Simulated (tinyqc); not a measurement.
Power law or saturation: oxide trap near a transistor channel: two-state multiphonon kinetics, telegraph noise and bias instability. Computed by tinyqc, a small Python program. Command: `OMP_NUM_THREADS=1 python tinyqc.py 3014157 3014158 out.jsonl oxidetrap walk`. One thread of a shared host (Intel(R) Xeon(R) Processor @ 2.30GHz), about 0.01 s of CPU time with the checks.

An n-channel device under positive gate bias. The trap is empty (state 1) or holds an electron (state 2); both states are parabolas of equal curvature, and the electron reservoir is taken at the Fermi level of the channel.

Inputs (values chosen for the exercise, with an insulator like Si3N4 on silicon):
```
quantity,value,unit
attempt rate k_0 at the interface,1e+12,1/s
temperature T,450,K
mean capture barrier mu_c,1.1,eV
spread of the barriers s_c,0.15,eV
saturation shift dV_max,25,mV
```

Parts treated: one trap and an ensemble.

Constants: k_B = 8.617333262e-05 eV/K.

Method. For a normal spread of capture barriers (given for the stress field, with depth and field not resolved, k_0 being taken as the effective rate of the ensemble), traps with barrier below k_B T ln(k_0 t) are filled: dV(t) = (dV_max/2) erfc((mu_c - k_B T ln(k_0 t))/(sqrt(2) s_c)); local exponent n = d ln dV/d ln t (central difference, factor 1.01 in t). The extrapolation continues the power law fitted through 10 s and 1000 s.

Against stress time:
```
t (s),shift (mV),local exponent,power law (mV),shift at T + 50 K (mV)
1.00e-03,0.602,6.0802e-01,7.955,2.092
1.00e-01,5.403,3.5058e-01,11.433,11.923
1.00e+01,16.432,1.4455e-01,16.432,22.426
1.00e+03,23.618,3.0566e-02,23.618,24.879
1.00e+05,24.933,2.1327e-03,33.945,24.999
1.00e+07,24.999,3.7971e-05,48.788,25.000
3.00e+08,25.000,7.8162e-07,63.777,25.000
```

What follows from these numbers?

The exponent falls from 0.608 to 0.000 as the front climbs the distribution, so the power law overstates the shift at 3e8 s (about ten years) by a factor 2.55. Heating by 50 K raises the shift at 1000 s by a factor 1.05: time and temperature enter only through T ln(k_0 t).
